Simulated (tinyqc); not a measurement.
From results back to parameters: Koster-Slater impurity in an sp3s* host.

Problem. In the Koster-Slater model a defect shifts the s level of its site by Vs and the p levels by Vp; an A1 level solves 1/Vs = G_s(E) and a T2 level 1/Vp = G_p(E), E from the top of the valence band. A defect has an A1 level at E = 0.3860 eV, one of the energies of the table, and a T2 level at 0.3860 eV.

G(E) of the host (1/eV):

| E (eV) | G_s | G_p |
|---|---|---|
| 0.0000 | -0.1420641 | 0.0176583 |
| 0.0965 | -0.1639385 | -0.0095045 |
| 0.1930 | -0.1902335 | -0.0333695 |
| 0.2895 | -0.2227263 | -0.0575823 |
| 0.3860 | -0.2643262 | -0.0843358 |
| 0.4825 | -0.3202364 | -0.1162770 |
| 0.5790 | -0.4010577 | -0.1581323 |
| 0.6756 | -0.5337620 | -0.2214122 |
| 0.7721 | -0.8378919 | -0.3546387 |

Find: Vs, Vp.

Solution. Read G_s and G_p at the two energies and invert them. Vs is attractive and pulls its level down from the conduction bands. Vp is attractive and pulls its level down from the conduction bands.

Vs, Vp (eV): -3.8  -11.9

tinyqc: `OMP_NUM_THREADS=1 python tinyqc.py 1452678 1452679 out.jsonl`; about 0.05 s, one thread, shared Intel(R) Xeon(R) Processor @ 2.30GHz.
